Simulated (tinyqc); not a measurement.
# From peak field F_m back to junction depth x_j

Model: lateral field, substrate current, probability of reaching the oxide barrier and hot-carrier lifetime of a silicon transistor (pseudo-two-dimensional and lucky-electron models). Computed by tinyqc, a small Python program. Command: `OMP_NUM_THREADS=1 python tinyqc.py 3008326 3008327 out.jsonl hotcar inv`. One thread of a shared host (Intel(R) Xeon(R) Processor @ 2.30GHz), about 0.01 s of CPU time with the checks.

Local-field models: a lucky carrier gains its energy at the peak field over a path free of collisions. Voltages are magnitudes.

Inputs (values chosen for the exercise, modelled on a silicon n-channel): channel length L = 200 nm; oxide thickness t = 4.9 nm; mobility mu = 310 cm^2/(V s); saturation velocity v_s = 0.88 1e7 cm/s; threshold voltage V_T = 0.66 V; gate voltage V_G = 1.4 V; drain voltage V_D = 2.2 V; ionisation prefactor A_i = 2.1e+06 1/cm; ionisation field B_i = 1.69 MV/cm; hot-carrier mean free path lambda = 7.5 nm; oxide barrier phi_b = 3.1 eV; interface-trap threshold phi_it = 3.8 eV; lifetime constant H = 100 s microampere/micrometre.

Drain: abrupt.

Constants: eps_0 = 8.8541878128e-12 F/m.

Method. C_ox = 3.9 eps_0/t; F_sat = 2 v_s/mu; V_Dsat = V_ov F_sat L/(V_ov + F_sat L), V_ov = V_G - V_T; I_D/W = C_ox v_s (V_ov - V_Dsat). Scale length l = 0.22 t^(1/3) x_j^(1/2) (all in cm); F_m = sqrt(((V_D - V_Dsat)/l_e)^2 + F_sat^2), with l_e = l; length of the velocity-saturated region l_e ln((V_D - V_Dsat)/(l_e F_sat) + F_m/F_sat).

Problem. A run gave the result below. Find the junction depth x_j, known to lie between 44 and 120 nm.

peak field F_m = 386.6919 kV/cm

Solution.

Each step takes the trial c = (a f_b - b f_a)/(f_b - f_a), f being the result less the target and a, b, c the logarithms of the listed values; c replaces end b, the old b replaces a if the sign of f changed, and otherwise f_a is halved.

Scan of the range:
```
junction depth x_j (nm)  peak field F_m (kV/cm)
44.0                                    484.892
52.0                                    446.591
61.5                                    411.258
72.7                                    378.911
85.9                                    349.294
102.0                                   321.337
120.0                                   297.073
```

False position (Illinois rule, in the logarithm of the input) inside the bracket:
```
step    end a    end b    trial  peak field F_m (kV/cm)
1     61.5000  72.7000  69.8324                 386.441
2     61.5000  69.8324  69.6553                 386.922
3     69.8324  69.6553  69.7400                 386.692
4     69.6553  69.7400  69.7400                 386.692
```

Peak field F_m falls at every point of a 13-point scan of the range (every second point is shown), so one value fits; it is bracketed by 61.5 and 72.7. Answer: junction depth x_j = 69.74 nm.

Caution: the empirical formula for l was fitted to oxides of about 15 nm or more; for thinner ones it is an extrapolation. Caution: e V_D is below phi_b or phi_it, so the available energy, not the field, limits hot carriers, and the lucky-electron formulas overstate them.
